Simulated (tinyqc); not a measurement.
# One electron in a tunnel-coupled double dot: charge qubit, sensing and quantum capacitance, step by step

Numbers from tinyqc (`OMP_NUM_THREADS=1 python tinyqc.py 2470114 2470115 out.jsonl`; about 0.01 s on one thread of a shared Intel Xeon 2.30GHz). Printed values are rounded.

Basis (left, right), H = [[ep/2, tc], [tc, -ep/2]], splitting Om = sqrt(ep^2 + 4 tc^2), ep = al times the gate voltage. In equilibrium the electron is on the right with the chance P_R = [1 + (ep/Om) tanh(Om/2 kB T)]/2.

Parameters, values chosen for the exercise: tunnel coupling tc = 20 ueV; electron temperature T = 0.059 K; lever arm of the gate on the detuning al = 0.26 eV/V; parasitic capacitance of the resonator Cp = 0.86 pF; resonator frequency f0 = 343 MHz; loaded quality factor Q = 69; deviation of quasi-static detuning noise se = 1.1 ueV; detuning ep = 14.7 ueV.

Constants: q = 1.602176634e-19 C, kB = 1.380649e-23 J/K, hbar = 1.054571817e-34 J s, h = 6.62607015e-34 J s, Vt = kB T/q. Results are converted to the units shown.

## Splitting and occupation

Also the frequency Om/h, the mixing angle arctan2(2 tc, ep) and the weight of the right dot in the ground state, (1 + ep/Om)/2.

Om = 42.6156 ueV
Om/h = 10.3044 GHz
mixing angle = 69.8216 degree
ground-state weight = 0.672472
kB T = 5.08423 ueV
P_R = 0.672393

## Capacitance seen by a resonator

q^2 al^2 dP_R/d(ep) splits into Cq = q^2 al^2 (2 tc^2/Om^3) tanh(Om/2 kB T) and Ct = q^2 al^2 (ep/Om)^2/(4 kB T cosh^2(Om/2 kB T)); Ct appears only if relaxation is faster than the drive. A resonator of frequency f0, capacitance Cp and quality factor Q shifts by df = -f0 Cq/(2 Cp) and its phase by -2 Q Cq/Cp.

Cq = 111.903 aF
Ct = 0.0580105 aF
df = -22.3156 kHz
phase shift = -1028.83 millidegree

## Dephasing by charge noise

Noise in ep shifts Om by (ep/Om) d + (2 tc^2/Om^3) d^2. For Gaussian d of deviation se the spread of Om is sqrt[(ep se/Om)^2 + 2 (2 tc^2 se^2/Om^3)^2], and T2* is estimated as sqrt(2) hbar/spread; Om T2*/h counts the oscillations within T2*.

first-order spread = 0.379438 ueV
second-order spread = 0.0176882 ueV
T2* = 2.45058 ns
oscillations within T2* = 25.2517

At ep = 0 the first-order term vanishes and T2* would be 43.5 ns.
